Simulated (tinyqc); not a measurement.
# On-chip interconnect, size-dependent resistivity and RC delay, step by step

Program tinyqc, `OMP_NUM_THREADS=1 python tinyqc.py 2100156 2100157 out.jsonl`; Intel Xeon 2.30GHz, shared host, one thread, about 0.01 s. Printed values are rounded.

A rectangular line between two neighbours and two ground planes. Surface and grain-boundary scattering are added to the bulk resistivity as corrections; capacitances are parallel-plate values without fringing; inductance is ignored.

Values chosen for this exercise; metal values close to those of copper:

| symbol | value | unit | meaning |
|---|---|---|---|
| rho0 | 1.69 | uohm cm | bulk resistivity |
| lam | 39.7 | nm | bulk mean free path |
| ps | 0.3 |  | specular share of surface scattering |
| Rg | 0.47 |  | reflection coefficient of grain boundaries |
| gr | 0.7 |  | grain size over the metal width |
| wd | 66 | nm | drawn line width |
| AR | 1.8 |  | aspect ratio, height over width |
| tl | 1.4 | nm | liner on both walls and the bottom, not conducting |
| sp | 66 | nm | space to the neighbouring lines |
| hd | 130 | nm | dielectric height to the planes above and below |
| ek | 2.2 |  | relative permittivity of the dielectric |
| Mf | 1 |  | Miller factor of the neighbours |
| Lw | 53 | um | line length |
| Rd | 330 | ohm | driver resistance |
| Cl | 0.27 | fF | load capacitance |
| dt | 0.43 | ps | time step |

Constants: eps0 = 8.8541878128e-12 F/m. Results are converted to the units shown.

## Resistivity, resistance and capacitance per length

Metal width x = wd - 2 tl, height y = AR wd - tl; grain boundaries (Mayadas-Shatzkes): al = (lam/(gr x)) Rg/(1 - Rg), g = 1/[1 - 3 al/2 + 3 al^2 - 3 al^3 ln(1 + 1/al)] - 1; surfaces (Fuchs-Sondheimer, thick limit): s = (3/8) lam (1 - ps)(1/x + 1/y); rho = rho0 (1 + g + s); r = rho/(x y); c = eps0 ek (2 wd/hd + 2 Mf AR wd/sp).

x = 63.2 nm
y = 117.4 nm
al = 0.795788
g = 1.10218
s = 0.253660
rho = 3.98137 uohm cm
r = 5.36596 ohm/um
c = 0.0899041 fF/um

rho is 2.36 times the bulk value; grain boundaries add more (1.10 against 0.254). The liner takes 5.37 % of the cross-section.

## Ladder and Elmore delays

6 equal pi sections: series Rs = r Lw/6; node capacitances c Lw/6, halved at nodes 0 and 6, with Cl added to node 6; Rd feeds node 0. Elmore delay of node k: the sum, over the resistors on the path to k, of resistance times all capacitance downstream of it.

Rs = 47.3993 ohm

| node | C (fF) | Elmore delay (ps) |
|---|---|---|
| 0 | 0.397076 | 1.66152 |
| 1 | 0.794153 | 1.88135 |
| 2 | 0.794153 | 2.06354 |
| 3 | 0.794153 | 2.20809 |
| 4 | 0.794153 | 2.31499 |
| 5 | 0.794153 | 2.38425 |
| 6 | 0.667076 | 2.41587 |

The far-end value equals Rd (c Lw + Cl) + r Lw (c Lw/2 + Cl) for any number of pi sections; the line resistance contributes 31.2 % of it.

## Step 1: node voltages after a time step

| node | v at t = 0 (V) |
|---|---|
| 0 | 0 |
| 1 | 0 |
| 2 | 0 |
| 3 | 0 |
| 4 | 0 |
| 5 | 0 |
| 6 | 0 |

A 1 V step is applied behind Rd at t = 0. C dv/dt = -G v + b, with G the conductance matrix of the ladder (1/Rs between neighbours, 1/Rd added at node 0) and b = (1 V/Rd, 0, ...). Trapezoidal step: (C/dt + G/2) v(new) = (C/dt - G/2) v + b.

| node | v at t = 1 dt (V) |
|---|---|
| 0 | 0.506893 |
| 1 | 0.336805 |
| 2 | 0.225684 |
| 3 | 0.154077 |
| 4 | 0.109446 |
| 5 | 0.083977 |
| 6 | 0.073210 |

## Step 2: node voltages after a time step

As before.

| node | v at t = 2 dt (V) |
|---|---|
| 0 | 0.414575 |
| 1 | 0.421667 |
| 2 | 0.384649 |
| 3 | 0.335950 |
| 4 | 0.292117 |
| 5 | 0.261105 |
| 6 | 0.246401 |

## Course in time

A 1 V step is applied behind Rd at t = 0. C dv/dt = -G v + b, with G the conductance matrix of the ladder (1/Rs between neighbours, 1/Rd added at node 0) and b = (1 V/Rd, 0, ...). Trapezoidal step: (C/dt + G/2) v(new) = (C/dt - G/2) v + b. The last column solves the same ladder exactly by its modes.

Voltages (V):

| t (ps) | node 0 | node 3 | node 6 | node 6, exact |
|---|---|---|---|---|
| 0.4300 | 0.5069 | 0.1541 | 0.0732 | 0.0923 |
| 0.8600 | 0.4146 | 0.3360 | 0.2464 | 0.2498 |
| 1.290 | 0.6466 | 0.4319 | 0.3900 | 0.3834 |
| 1.720 | 0.6093 | 0.5483 | 0.4908 | 0.4934 |
| 2.150 | 0.7621 | 0.6203 | 0.5873 | 0.5837 |
| 2.580 | 0.7348 | 0.6929 | 0.6581 | 0.6579 |
| 3.010 | 0.8419 | 0.7458 | 0.7206 | 0.7189 |
| 3.440 | 0.8188 | 0.7916 | 0.7702 | 0.7691 |
| 3.870 | 0.8957 | 0.8296 | 0.8111 | 0.8102 |
| 4.300 | 0.8755 | 0.8587 | 0.8454 | 0.8441 |
| 4.730 | 0.9318 | 0.8857 | 0.8725 | 0.8719 |
| 5.160 | 0.9140 | 0.9043 | 0.8958 | 0.8947 |

The far end of the ladder reaches 0.5 V at 1.749 ps, 0.724 of its Elmore delay (ln 2 = 0.693 for a single pole); the slowest mode has a time constant of 2.189 ps. The largest error of the trapezoidal steps at that node is 19 mV. Node 0 swings up and down from step to step: the trapezoidal rule does not damp modes much faster than dt, so these swings are numerical.
